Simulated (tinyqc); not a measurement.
Valley-orbit splitting of a donor ground state, with strain: one step, computed by the program tinyqc. Command: `OMP_NUM_THREADS=1 python tinyqc.py 3005934 3005935 out.jsonl valleyorbit walk`. One thread of a shared host (Intel(R) Xeon(R) Processor @ 2.30GHz), about 0.01 s of CPU time with the checks.

The basis is the 1s envelope in each valley; energies are counted from the unstrained conduction-band edge. The strain is e_s (a a^T - 1/3) for the unit stress axis a, so valley j along n_j moves by Xi_u e_s w_j with w_j = (n_j.a)^2 - 1/3: +1/6 for x and y, -1/3 for z. The splitting at the zone boundary that a [110] shear adds for <100> valleys is left out.

Question. Levels without strain. By symmetry: E(A1) = E_0 + Lambda + 4 Delta_1 + Delta_2 (one state), E(T2) = E_0 + Lambda - Delta_2 (three), E(E) = E_0 + Lambda - 2 Delta_1 + Delta_2 (two), as binding energies.

Inputs (values chosen for the exercise, for a model many-valley semiconductor):
```
quantity                          value  unit
single-valley binding energy E_0   34.6   meV
central-cell shift Lambda          7.38   meV
coupling Delta_1                   2.13   meV
coupling Delta_2                   2.79   meV
```

Valleys: six along <100>. Stress axis: [110].

Give: E(A1); E(T2); E(E).

Answer.

E(A1) = 53.29 meV

E(T2) = 39.19 meV

E(E) = 40.51 meV

Only A1 has all valley amplitudes in phase, so only it has weight at the nucleus. Of the upper states E is bound more strongly, because Delta_1 is smaller than Delta_2.
